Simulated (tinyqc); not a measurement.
What each parameter does: two-band k.p model of the Delta valleys near the X point under shear strain.

Valley pair on the [001] axis, kz counted from the X point, c = hbar^2/2m0, k0 = kx0 2 pi/a. H = (c kz^2/ml + c (kx^2 + ky^2)/mt + c k0^2/ml) 1 + (2 c k0 kz/ml) sigma_z + (D exy - 2 c kx ky/Mp) sigma_x, so E = c kz^2/ml + c (kx^2 + ky^2)/mt + c k0^2/ml -/+ sqrt((2 c k0 kz/ml)^2 + (D exy - 2 c kx ky/Mp)^2). Without strain the lower band has its minima, E = 0, at kz = +/- k0. Shifts from diagonal strain are left out.

For |eta| < 1: k_min = k0 sqrt(1 - eta^2), E_min = -Delta eta^2/2, ml(eta) = ml/(1 - eta^2), 1/m[110] = 1/mt + eta/Mp, 1/m[1-10] = 1/mt - eta/Mp. For |eta| > 1 the minimum sits at X: E_min = -Delta (2 |eta| - 1)/2, ml(eta) = ml/(1 - 1/|eta|), and eta is replaced by its sign in the transverse masses. Here Delta = 2 c k0^2/ml and eta = D exy/Delta.

Constants: hbar^2/2m0 = 3.80998211 eV angstrom^2.

Values chosen for the exercise (near those of Si; shifted at random, so the results belong to these values and not to a real crystal): a = 5.424 angstrom (lattice constant); ml = 0.899 m0 (longitudinal mass); mt = 0.198 m0 (transverse mass); kx0 = 0.143 2 pi/a (distance of the minimum from X); D = 14.5 eV (shear deformation potential); Mp = 0.23 m0 (coupling mass); exy = 0.0016 (shear strain).

Delta = 2 c k0^2/ml, eta = D exy/Delta.

Results for these values:
```
case     eta  E_min (meV)  ml(eta) (m0)  m[110] (m0)  m[1-10] (m0)
base  0.0997        -1.16        0.9080       0.1823        0.2166
```

What happens to each result for exy = 0.00171, all else kept?

Answer: eta rises from 0.0997 to 0.1066; E_min falls from -1.16 to -1.32; ml(eta) rises from 0.9080 to 0.9093; m[110] falls from 0.1823 to 0.1814; m[1-10] rises from 0.2166 to 0.2180.

The same for each parameter in turn:
```
case                     eta  E_min (meV)  ml(eta) (m0)  m[110] (m0)  m[1-10] (m0)
base                  0.0997        -1.16        0.9080       0.1823        0.2166
ml = 0.83607 m0       0.0928        -1.08        0.8433       0.1834        0.2152
mt = 0.21186 m0       0.0997        -1.16        0.9080       0.1940        0.2333
kx0 = 0.13299 2 pi/a  0.1153        -1.34        0.9111       0.1801        0.2198
D = 13.485 eV         0.0928        -1.00        0.9068       0.1834        0.2152
Mp = 0.2139 m0        0.0997        -1.16        0.9080       0.1813        0.2181
exy = 0.00171         0.1066        -1.32        0.9093       0.1814        0.2180
```

Run: tinyqc, `OMP_NUM_THREADS=1 python tinyqc.py 1050385 1050386 out.jsonl`; Intel(R) Xeon(R) Processor @ 2.30GHz, one thread, shared host; about 0.01 s of CPU time with all checks.
